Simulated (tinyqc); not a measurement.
Random telegraph noise from one oxide trap in a small MOSFET: one step of the calculation.

An acceptor-like trap exchanges electrons with the channel. Inversion charge Q = Cox u, u = n Vt W0(exp((Vg - VT)/(n Vt))), W0 the Lambert function, n = nf, Cox = eps0 eox/tox; linear regime Id = (W/L) mu Q Vd. Relative to threshold the surface potential rises by Vt ln(u/u0) and the oxide voltage by the rest of Vg - VT, with u0 = n Vt W0(1).

Problem. Trap level, time constants and occupancy. N = Cox u/q; dpsi = Vt ln(u/u0); E = E0 - dpsi - (xt/tox)(Vg - VT - dpsi); capture time tc = 1/[(N/zi) vth s0 exp(-xt/lt - EB/Vt)]; emission time te = tc exp(-E/Vt); occupancy te/(tc + te).

Inputs (values chosen for the exercise); values of the order met in silicon transistors: temperature T = 250 K; relative permittivity of the gate insulator (close to zirconium oxide) eox = 24.8; insulator thickness tox = 8.4 nm; depth of the trap from the channel interface xt = 1.7 nm; trap level above the channel Fermi level at threshold E0 = 0.11 eV; capture prefactor s0 = 4e-16 cm^2; capture barrier (lattice relaxation) EB = 0.29 eV; tunnelling decay length lt = 0.1 nm; thermal velocity vth = 2.2e7 cm/s; thickness of the inversion layer zi = 2.7 nm; threshold voltage VT = 0.31 V; body factor nf = 1.17; gate voltage Vg = 0.64 V.

Constants: q = 1.602176634e-19 C, kB = 1.380649e-23 J/K, Vt = kB T/q, eps0 = 8.8541878128e-14 F/cm where lengths are in cm. Results are converted to the units shown.

Wanted: u; N; dpsi; E; tc; te; occupancy.

Solution.

u = 0.27021 V
N = 4.4087e12 cm^-2
dpsi = 0.063322 V
E = -0.0072923 eV
tc = 117.96 s
te = 165.47 s
occupancy = 0.58382

The trap lies 0.34 Vt below the Fermi level, so it is filled most of the time.

Range of the model: VT is taken as given; short-channel effects and the uneven flow of current among few electrons are left out.

Computed by the program tinyqc: `OMP_NUM_THREADS=1 python tinyqc.py 2710068 2710069 out.jsonl`, one thread of a shared Intel Xeon 2.30GHz, about 0.01 s for the whole run.
